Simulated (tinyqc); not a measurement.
Delta-doped layer in the Thomas-Fermi potential: one step. Filling the subbands. Two cases, with inputs chosen for the exercise.

Task: At zero temperature n_i = g m_d (mu - E_i)/(2 pi c) for E_i < mu, c = hbar^2/2m0; find mu from sum n_i = N (1e13/cm^2 = 1e-3/angstrom^2).

Constants: hbar^2/2m0 = 3.80998211 eV angstrom^2.

Case 1.

Values chosen (out of a larger set: near those of a delta-doped layer in Ge; not measured data): N = 3.4 x 1e13/cm^2 (donor sheet density).

Subbands:
```
label  valleys g  m_d (m0)     E (eV)  rms z (angstrom)
0              4  0.284160  -0.074736            18.696
```

Case 2.

Values chosen (out of a larger set: near those of a delta-doped layer in Si; not measured data): N = 4.6 x 1e13/cm^2 (donor sheet density).

Subbands:
```
label  valleys g  m_d (m0)     E (eV)  rms z (angstrom)
0              2  0.193000  -0.088180             6.755
0'             4  0.420920  -0.048988            16.335
1              2  0.193000  -0.009147            26.566
```

Give: mu; n_i in the order of the list.

Result:

Case 1.

mu = -0.0031 eV

n_i in the order of the list (1e13/cm^2): 3.400

1 subband filled in part, the lowest with 100 % of the electrons. The potential was built for a Fermi level at 0; filling its quantised levels puts mu 1.4 % of the depth below that; with so few subbands the Thomas-Fermi picture is crude, and a close match would be chance.

Case 2.

mu = -0.0040 eV

n_i in the order of the list (1e13/cm^2): 1.357  3.161  0.082

3 subbands filled in part, the lowest with 29 % of the electrons. The potential was built for a Fermi level at 0; filling its quantised levels puts mu 1.9 % of the depth below that, which shows how nearly the two pictures agree. The fullest is 0', with 69 %.

Computed by tinyqc, one run a case: `OMP_NUM_THREADS=1 python tinyqc.py N N+1 out.jsonl` with N = 1281280, 1281317; one thread of a shared Intel(R) Xeon(R) Processor @ 2.30GHz, about 0.2 s a run at most.
